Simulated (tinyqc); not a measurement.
Inside a calculation. Method: CIS on RHF in the sto-6g basis, for H3-, spin multiplicity 1. The basis has no diffuse functions, so it cannot describe the extra electron: this is an exercise in the method, not the real anion. One step of it, computed by the program tinyqc.

Problem. CIS matrix, singlets. A(ia,jb) = (e_a - e_i) d_ij d_ab + 2 (ia|jb) - (ij|ab).

orbital energies (hartree): MO1 -0.223002, MO2 0.241434, MO3 1.516688

Two-electron integrals over orbitals (pq|rs), unique and non-zero (hartree):
```
(11|11) 0.596283    (21|21) 0.162901    (22|11) 0.537401    (22|22) 0.574647
(31|11) 0.087220    (31|22) -0.021401   (31|31) 0.129014    (32|21) -0.134544
(32|32) 0.136779    (33|11) 0.628164    (33|22) 0.565883    (33|31) 0.107028
(33|33) 0.707602
```

Give: CIS matrix A, singlet.

Solution.

CIS matrix A, singlet (hartree), order 1>3, 2>3:
$$\begin{pmatrix}
1.370 & 0.000 \\
0.000 & 0.983
\end{pmatrix}$$
